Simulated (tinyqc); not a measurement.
Fermi level and growth conditions: formation energy of a charged point defect from supercell energies. Computed by tinyqc, a small Python program. Command: `OMP_NUM_THREADS=1 python tinyqc.py 3011365 3011366 out.jsonl formation walk`. One thread of a shared host (Intel(R) Xeon(R) Processor @ 2.30GHz), about 0.01 s of CPU time with the checks.

The host is a compound AB. Making the defect adds n_A = -1, n_B = 0 atoms to the cell. All total energies are inputs. E_F is counted from the valence-band maximum (VBM); x = 0 is A-rich and x = 1 B-rich growth.

Inputs (values chosen for the exercise, for a model compound AB):

| quantity | value | unit |
|---|---|---|
| gap E_g | 2.81 | eV |
| E_VBM of the host cell | 5.806 | eV |
| potential alignment dV | -0.05 | eV |
| dielectric constant eps | 11.4 | - |
| cell length L | 20 | angstrom |
| mu_A of the pure element | -4.501 | eV |
| formation enthalpy dH of AB | -0.956 | eV |
| growth condition x | 0.29 | - |

Defect: vacancy of A. Supercell lattice: bcc.

charge states q: 2  1  0  -1  -2

E(defect, q) - E(host), in the order of q (eV): -5.547  1.29  8.278  15.705  22.453

Constants: e^2/(4 pi eps_0) = 14.39964548 eV angstrom.

Method:
- dmu_A = x dH and dmu_B = (1 - x) dH, so that dmu_A + dmu_B = dH; mu = mu(element) + dmu.
- The reservoir term is sum n_i mu_i.
- Image-charge correction of a point charge in a neutralising background: E_corr = q^2 alpha e^2/(4 pi eps_0) / (2 eps L), alpha = 2.888462 for a bcc array with L the cube root of the volume.
- E_f(q, E_F) = [E(defect, q) - E(host)] - sum n_i mu_i + q (E_VBM + dV + E_F) + E_corr(q).
- Each entry is the lowest E_f over q.

E_f(q, 0) (eV): (q=+2) 1.55161, (q=+1) 2.35897, (q=0) 3.49976, (q=-1) 5.26197, (q=-2) 6.52761

sum n_i mu_i = 4.77824 eV

Lowest formation energy (eV):

| E_F (eV) | stable q | A-rich, x = 0 | x = 0.5 | B-rich, x = 1 |
|---|---|---|---|---|
| 0.000 | +2 | 1.8288 | 1.3508 | 0.8728 |
| 0.351 | +2 | 2.5308 | 2.0528 | 1.5748 |
| 0.702 | +2 | 3.2328 | 2.7548 | 2.2768 |
| 1.054 | +1 | 3.6902 | 3.2122 | 2.7342 |
| 1.405 | 0 | 3.7770 | 3.2990 | 2.8210 |
| 1.756 | -2 | 3.2928 | 2.8148 | 2.3368 |
| 2.108 | -2 | 2.5888 | 2.1108 | 1.6328 |
| 2.459 | -2 | 1.8868 | 1.4088 | 0.9308 |
| 2.810 | -2 | 1.1848 | 0.7068 | 0.2288 |

What does the comparison show, and why?

Going from A-rich to B-rich growth shifts every line by -0.956 eV and moves no transition level. The slope of the envelope is the stable charge, so E_f is highest at E_F = 1.41 eV of those listed, and it falls on both sides: the defect is amphoteric and compensates either doping.

Extremes, crossings and ranges named in words are read from the listed rows.
